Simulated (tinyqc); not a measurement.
Worked calculation: tight binding, honeycomb lattice. One step of it, computed by the program tinyqc.

Task: Levels at k. Diagonalise the Hermitian matrix.

H(k) at k (eV), order A, B:
```
[[2.479907, -0.468803+0.882674i],
 [-0.468803-0.882674i, -1.820093]]
```

Give: eigenvalues; weights |c|^2 of the basis functions.

Result:

eigenvalues (eV): [-2.041, 2.701]

weights |c|^2 of the basis functions, order A, B:
```
[[0.047, 0.953],
 [0.953, 0.047]]
```
